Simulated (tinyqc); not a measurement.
What each parameter does: nanosheet or nanowire with hard walls, valleys of the Ge type.

Four ellipsoidal valleys along <111>: inverse mass tensor w = 1/mt + (1/ml - 1/mt) a a^T with a the unit axis. Device axes: x along the channel, z = [001], y = z x x. The Gamma and Delta valleys are left out; the heavy Delta valleys, about 0.18 eV up, lie lowest once the L levels pass about 0.2 eV.

Hard walls around a W x H rectangle. The block w_c of w in (y, z) confines; the transport mass follows from 1/m_x = w_xx - w_xc w_c^-1 w_cx. The cross-section problem c (w_yy ky^2 + 2 w_yz ky kz + w_zz kz^2), c = hbar^2/2m0, is solved in products sin(n pi y/W) sin(l pi z/H), n, l = 1 to 12; if w_yz = 0 the levels are c pi^2 (w_yy n^2/W^2 + w_zz l^2/H^2). The w_yz term couples (n, l) to (n', l') by -2 c w_yz D_nn'(W) D_ll'(H) with D_nm(L) = 4 n m/(L (n^2 - m^2)) for n + m odd and 0 otherwise.

Without degeneracy the line density is N1 exp((EF - Ec)/kB T) with N1 = sum 2 g sqrt(m_x kB T/(4 pi c)) exp(-E/kB T), here over n, l up to 80 where w_yz = 0 and over all levels of a 12 x 12 sine basis otherwise; the classical value is W H Nc with Nc = 2 g_all (m_dos kB T/(4 pi c))^(3/2), m_dos = (ml mt^2)^(1/3); dVt = kB T ln(W H Nc/N1).

Constants: hbar^2/2m0 = 3.80998211 eV angstrom^2; kB = 8.617333262e-05 eV/K.

Values chosen for the exercise (near those of Ge; not measured data): ml = 1.583 m0 (longitudinal mass); mt = 0.083 m0 (transverse mass); T = 77 K (temperature); g_all = 4 (number of valleys); channel = 100 (transport direction x on a (001) wafer); W = 35 angstrom (width, along y); H = 44 angstrom (height, along z = [001]).

E1 and E2 are the two lowest subband edges over all groups. Each row changes one parameter from the base and keeps the others.

Results:

| case | E1 (eV) | E2 - E1 (meV) | m_x of lowest (m0) | dVt (mV) |
|---|---|---|---|---|
| base | 0.3953 | 396.8 | 0.583 | 371.9 |
| W = 25 angstrom | 0.6340 | 405.7 | 0.583 | 608.3 |
| H = 52 angstrom | 0.3533 | 289.8 | 0.583 | 331.0 |
| T = 127 K | 0.3953 | 396.8 | 0.583 | 362.1 |
| ml = 1.741 m0 | 0.3941 | 394.8 | 0.636 | 370.7 |
| mt = 0.075 m0 | 0.4361 | 436.7 | 0.578 | 412.0 |

The largest shifts from the base row, up to three for each result and ties (the steps differ in size, so this ranks the rows, not the parameters). E1 (eV): W +0.2386, H -0.0420, mt +0.0408; unchanged at the printed digits by T. E2 - E1 (meV): H -107.0, mt +39.9, W +8.9; unchanged at the printed digits by T. m_x of lowest (m0): ml +0.053, mt -0.005; unchanged at the printed digits by W, H and T. dVt (mV): W +236.4, H -40.9, mt +40.1.

Computed by tinyqc, a small Python program: `OMP_NUM_THREADS=1 python tinyqc.py 1252057 1252058 out.jsonl` (the numbers bound the seed that draws the inputs); one thread of a shared host (Intel(R) Xeon(R) Processor @ 2.30GHz), about 0.4 s for the whole set of steps.
